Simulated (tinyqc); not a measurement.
Inside a calculation. Method: MP2 on RHF in the 6-31g basis, for H3-, spin multiplicity 1. The basis has no diffuse functions, so it cannot describe the extra electron: this is an exercise in the method, not the real anion. One step of it, computed by the program tinyqc.

Question. Second-order Moller-Plesset energy. E2 = sum_ijab (ia|jb) [2 (ia|jb) - (ib|ja)] / (e_i + e_j - e_a - e_b) over occupied i, j and virtual a, b; the opposite-spin part is (ia|jb)^2 / denominator, the rest is same-spin, and SCS-MP2 scales them by 6/5 and 1/3.

orbital energies (hartree): MO1 -0.300628, MO2 0.057360, MO3 0.526044, MO4 1.208998, MO5 1.363860, MO6 1.612407

Two-electron integrals over orbitals (pq|rs), unique and non-zero (hartree):
```
(11|11) 0.536093    (21|11) -0.012384   (21|21) 0.108533    (22|11) 0.424649
(22|21) 0.011566    (22|22) 0.419660    (31|11) 0.055421    (31|21) 0.003447
(31|22) -0.011607   (31|31) 0.065692    (32|11) 0.006375    (32|21) -0.058755
(32|22) -0.008321   (32|31) -0.001683   (32|32) 0.054747    (33|11) 0.388304
(33|21) -0.004445   (33|22) 0.339971    (33|31) 0.032599    (33|32) 0.004270
(33|33) 0.345035    (41|11) -0.111117   (41|21) 0.013095    (41|22) -0.060326
(41|31) -0.022290   (41|32) -0.003638   (41|33) -0.041526   (41|41) 0.077013
(42|11) 0.021441    (42|21) -0.020303   (42|22) 0.011442    (42|31) 0.001306
(42|32) 0.005789    (42|33) 0.007054    (42|41) -0.015941   (42|42) 0.024260
(43|11) -0.025643   (43|21) 0.002869    (43|22) -0.010368   (43|31) 0.004884
(43|32) -0.003358   (43|33) -0.004224   (43|41) 0.025900    (43|42) 0.001560
(43|43) 0.034602    (44|11) 0.476480    (44|21) -0.032875   (44|22) 0.368262
(44|31) 0.063861    (44|32) 0.016698    (44|33) 0.363325    (44|41) -0.093805
(44|42) 0.022372    (44|43) -0.013941   (44|44) 0.461019    (51|11) -0.008150
(51|21) -0.057247   (51|22) -0.015024   (51|31) -0.004288   (51|32) 0.022286
(51|33) -0.004682   (51|41) -0.002274   (51|42) 0.030390    (51|43) 0.004995
(51|44) 0.007400    (51|51) 0.057653    (52|11) -0.107189   (52|21) -0.009429
(52|22) -0.091898   (52|31) 0.002121    (52|32) 0.003834    (52|33) -0.040739
(52|41) 0.050032    (52|42) -0.005393   (52|43) 0.000824    (52|44) -0.076799
(52|51) 0.019303    (52|52) 0.085754    (53|11) -0.002647   (53|21) 0.001702
(53|22) -0.000260   (53|31) 0.000286    (53|32) 0.010791    (53|33) 0.001275
(53|41) 0.006507    (53|42) -0.010530   (53|43) 0.001903    (53|44) -0.002068
(53|51) -0.014672   (53|52) -0.005158   (53|53) 0.017063    (54|11) -0.004144
(54|21) 0.080523    (54|22) 0.002331    (54|31) 0.012524    (54|32) -0.040793
(54|33) 0.001319    (54|41) 0.010183    (54|42) -0.020836   (54|43) 0.000625
(54|44) -0.018466   (54|51) -0.050287   (54|52) -0.003757   (54|53) 0.005068
(54|54) 0.071727    (55|11) 0.441081    (55|21) 0.042479    (55|22) 0.434682
(55|31) -0.009638   (55|32) -0.024000   (55|33) 0.335491    (55|41) -0.078933
(55|42) 0.006954    (55|43) -0.006745   (55|44) 0.378745    (55|51) -0.040781
(55|52) -0.133883   (55|53) 0.004025    (55|54) 0.026768    (55|55) 0.503599
(61|11) -0.024975   (61|21) -0.007363   (61|22) 0.039485    (61|31) -0.050906
(61|32) 0.002987    (61|33) -0.018014   (61|41) 0.020401    (61|42) 0.007059
(61|43) 0.026968    (61|44) -0.034228   (61|51) 0.008418    (61|52) -0.035782
(61|53) 0.003100    (61|54) -0.018700   (61|55) 0.056901    (61|61) 0.087971
(62|11) -0.009979   (62|21) 0.069708    (62|22) 0.005823    (62|31) 0.002554
(62|32) -0.032264   (62|33) -0.002452   (62|41) 0.012992    (62|42) -0.028819
(62|43) -0.001385   (62|44) -0.023718   (62|51) -0.056532   (62|52) -0.010116
(62|53) 0.016992    (62|54) 0.059489    (62|55) 0.030566    (62|61) -0.007803
(62|62) 0.067581    (63|11) -0.106818   (63|21) 0.002522    (63|22) -0.058015
(63|31) -0.031183   (63|32) -0.000524   (63|33) -0.049293   (63|41) 0.054484
(63|42) -0.008296   (63|43) 0.014754    (63|44) -0.091153   (63|51) 0.005470
(63|52) 0.041012    (63|53) 0.002642    (63|54) -0.001649   (63|55) -0.068727
(63|61) 0.022959    (63|62) 0.003099    (63|63) 0.052982    (64|11) 0.043010
(64|21) 0.021842    (64|22) -0.029436   (64|31) 0.067538    (64|32) -0.011843
(64|33) 0.028309    (64|41) -0.026270   (64|42) -0.009685   (64|43) -0.016953
(64|44) 0.056560    (64|51) -0.019172   (64|52) 0.026675    (64|53) -0.001149
(64|54) 0.034443    (64|55) -0.042541   (64|61) -0.091922   (64|62) 0.019238
(64|63) -0.033146   (64|64) 0.115026    (65|11) 0.018909    (65|21) -0.110976
(65|22) -0.018076   (65|31) 0.006616    (65|32) 0.064937    (65|33) 0.008377
(65|41) -0.020930   (65|42) 0.037664    (65|43) -0.003434   (65|44) 0.046375
(65|51) 0.078970    (65|52) 0.020468    (65|53) -0.009813   (65|54) -0.093565
(65|55) -0.062284   (65|61) -0.003800   (65|62) -0.091461   (65|63) -0.007394
(65|64) -0.012937   (65|65) 0.150547    (66|11) 0.547116    (66|21) -0.017027
(66|22) 0.440905    (66|31) 0.052854    (66|32) 0.008613    (66|33) 0.392829
(66|41) -0.146066   (66|42) 0.027573    (66|43) -0.034632   (66|44) 0.501576
(66|51) -0.009080   (66|52) -0.133766   (66|53) -0.004356   (66|54) -0.010493
(66|55) 0.481333    (66|61) -0.020906   (66|62) -0.015095   (66|63) -0.128727
(66|64) 0.042753    (66|65) 0.026375    (66|66) 0.614535
```

Hartree-Fock energy = -1.49881508 hartree

Give: Terms; Pair energies; MP2 correlation energy; SCS-MP2 correlation energy; MP2 total energy.

Answer.

Terms (the 40 largest of 64):
```
i  j  a  b  (ia|jb)  (ib|ja)  denominator       term
2  2  3  3   0.0547   0.0547      -0.9374    -0.0032
2  2  5  5   0.0858   0.0858      -2.6130    -0.0028
1  1  3  3   0.0657   0.0657      -1.6533    -0.0026
1  1  6  6   0.0880   0.0880      -3.8261    -0.0020
1  1  4  4   0.0770   0.0770      -3.0193    -0.0020
2  2  6  6   0.0676   0.0676      -3.1101    -0.0015
1  2  5  6  -0.0565  -0.0358      -3.2195    -0.0014
2  1  6  5  -0.0565  -0.0358      -3.2195    -0.0014
2  1  5  4   0.0500   0.0304      -2.8161    -0.0012
1  2  4  5   0.0500   0.0304      -2.8161    -0.0012
1  1  5  5   0.0577   0.0577      -3.3290    -0.0010
1  1  3  6  -0.0509  -0.0509      -2.7397    -0.0009
1  1  6  3  -0.0509  -0.0509      -2.7397    -0.0009
2  2  3  6  -0.0323  -0.0323      -2.0237    -0.0005
2  2  6  3  -0.0323  -0.0323      -2.0237    -0.0005
1  2  5  3   0.0223   0.0021      -2.1332  -4.44e-04
2  1  3  5   0.0223   0.0021      -2.1332  -4.44e-04
2  2  6  4  -0.0288  -0.0288      -2.7067  -3.07e-04
2  2  4  6  -0.0288  -0.0288      -2.7067  -3.07e-04
2  2  4  4   0.0243   0.0243      -2.3033  -2.56e-04
1  1  4  3  -0.0223  -0.0223      -2.3363  -2.13e-04
1  1  3  4  -0.0223  -0.0223      -2.3363  -2.13e-04
1  2  6  5  -0.0358  -0.0565      -3.2195  -1.67e-04
2  1  5  6  -0.0358  -0.0565      -3.2195  -1.67e-04
1  2  5  5   0.0193   0.0193      -2.9710  -1.25e-04
2  1  5  5   0.0193   0.0193      -2.9710  -1.25e-04
1  1  6  4   0.0204   0.0204      -3.4227  -1.22e-04
1  1  4  6   0.0204   0.0204      -3.4227  -1.22e-04
2  1  4  5   0.0304   0.0500      -2.8161  -1.16e-04
1  2  5  4   0.0304   0.0500      -2.8161  -1.16e-04
2  1  4  4  -0.0159  -0.0159      -2.6613  -9.55e-05
1  2  4  4  -0.0159  -0.0159      -2.6613  -9.55e-05
1  2  4  6   0.0130   0.0071      -3.0647  -8.02e-05
2  1  6  4   0.0130   0.0071      -3.0647  -8.02e-05
2  2  6  5  -0.0101  -0.0101      -2.8615  -3.58e-05
2  2  5  6  -0.0101  -0.0101      -2.8615  -3.58e-05
2  2  4  3   0.0058   0.0058      -1.6203  -2.07e-05
2  2  3  4   0.0058   0.0058      -1.6203  -2.07e-05
1  1  5  6   0.0084   0.0084      -3.5775  -1.98e-05
1  1  6  5   0.0084   0.0084      -3.5775  -1.98e-05
```

Pair energies (hartree; pair i-j sums ij and ji):
```
pair  opposite spin  same spin
1-1         -0.0102          0
2-1         -0.0063    -0.0010
2-2         -0.0095          0
```

MP2 correlation energy = -0.027052 hartree

SCS-MP2 correlation energy = -0.031621 hartree

MP2 total energy = -1.525867 hartree
